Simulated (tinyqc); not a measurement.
Worked calculation: ROHF in the 3-21g basis, for H2-, spin multiplicity 2. The basis has no diffuse functions, so it cannot describe the extra electron: this is an exercise in the method, not the real anion. One step of it, computed by the program tinyqc.

Task: Iteration 3: building the Fock matrix. J_ij = sum D_kl (ij|kl) with D = D(alpha) + D(beta), K_ij = sum D_kl (ik|jl) for each spin; F = H + J - K(s); E = tr D H + tr D J / 2 - 0.5 sum_s tr D(s) K(s) + E_nn.

D(alpha) after iteration 2, lower triangle:
```
           1H 1s      1H 2s     2H 1s     2H 2s
1H 1s   0.065964
1H 2s   0.254511   1.307306
2H 1s   0.014371  -0.087524  0.065964
2H 2s  -0.087524  -0.960203  0.254511  1.307306
```

D(beta) after iteration 2, lower triangle:
```
          1H 1s     1H 2s     2H 1s     2H 2s
1H 1s  0.040168
1H 2s  0.083494  0.173552
2H 1s  0.040168  0.083494  0.040168
2H 2s  0.083494  0.173552  0.083494  0.173552
```

core Hamiltonian H = T + V (hartree), lower triangle:
```
           1H 1s      1H 2s      2H 1s      2H 2s
1H 1s  -0.651649
1H 2s  -0.798754  -0.852569
2H 1s  -0.317365  -0.493297  -0.651649
2H 2s  -0.493297  -0.674051  -0.798754  -0.852569
```

Two-electron integrals (ij|kl) in chemists' order, unique and non-zero (hartree):
```
(11|11) 1.140145   (21|11) 0.611403   (21|21) 0.345152   (22|11) 0.626370
(22|21) 0.380329   (22|22) 0.482957   (31|11) 0.116586   (31|21) 0.068511
(31|22) 0.080268   (31|31) 0.021251   (32|11) 0.185823   (32|21) 0.115955
(32|22) 0.154909   (32|31) 0.039742   (32|32) 0.092378   (33|11) 0.477685
(33|21) 0.305053   (33|22) 0.430995   (33|31) 0.116586   (33|32) 0.307141
(33|33) 1.140145   (41|11) 0.307141   (41|21) 0.174676   (41|22) 0.194887
(41|31) 0.039742   (41|32) 0.068985   (41|33) 0.185823   (41|41) 0.092378
(42|11) 0.378411   (42|21) 0.232524   (42|22) 0.304365   (42|31) 0.059807
(42|32) 0.127149   (42|33) 0.378411   (42|41) 0.127149   (42|42) 0.218214
(43|11) 0.305053   (43|21) 0.193609   (43|22) 0.271490   (43|31) 0.068511
(43|32) 0.174676   (43|33) 0.611403   (43|41) 0.115955   (43|42) 0.232524
(43|43) 0.345152   (44|11) 0.430995   (44|21) 0.271490   (44|22) 0.380564
(44|31) 0.080268   (44|32) 0.194887   (44|33) 0.626370   (44|41) 0.154909
(44|42) 0.304365   (44|43) 0.380329   (44|44) 0.482957
```

nuclear repulsion = 0.48019711 hartree

Give: Coulomb J; exchange K(alpha); exchange K(beta); F(alpha); F(beta); total energy of this density.

Result:

Coulomb J (hartree), lower triangle:
```
        1H 1s   1H 2s   2H 1s   2H 2s
1H 1s  1.7704
1H 2s  1.0660  1.3587
2H 1s  0.2627  0.5698  1.7704
2H 2s  0.5698  0.9573  1.0660  1.3587
```

exchange K(alpha) (hartree), lower triangle:
```
        1H 1s   1H 2s   2H 1s   2H 2s
1H 1s  0.5822
1H 2s  0.5141  0.5548
2H 1s  0.1427  0.2762  0.5822
2H 2s  0.2762  0.3954  0.5141  0.5548
```

exchange K(beta) (hartree), lower triangle:
```
        1H 1s   1H 2s   2H 1s   2H 2s
1H 1s  0.3640
1H 2s  0.3531  0.4037
2H 1s  0.2153  0.2928  0.3640
2H 2s  0.2928  0.3721  0.3531  0.4037
```

F(alpha) (hartree), lower triangle:
```
         1H 1s    1H 2s    2H 1s    2H 2s
1H 1s   0.5366
1H 2s  -0.2468  -0.0487
2H 1s  -0.1974  -0.1997   0.5366
2H 2s  -0.1997  -0.1122  -0.2468  -0.0487
```

F(beta) (hartree), lower triangle:
```
         1H 1s    1H 2s    2H 1s   2H 2s
1H 1s   0.7547
1H 2s  -0.0858   0.1025
2H 1s  -0.2700  -0.2163   0.7547
2H 2s  -0.2163  -0.0888  -0.0858  0.1025
```

total energy of this density = -0.917236 hartree
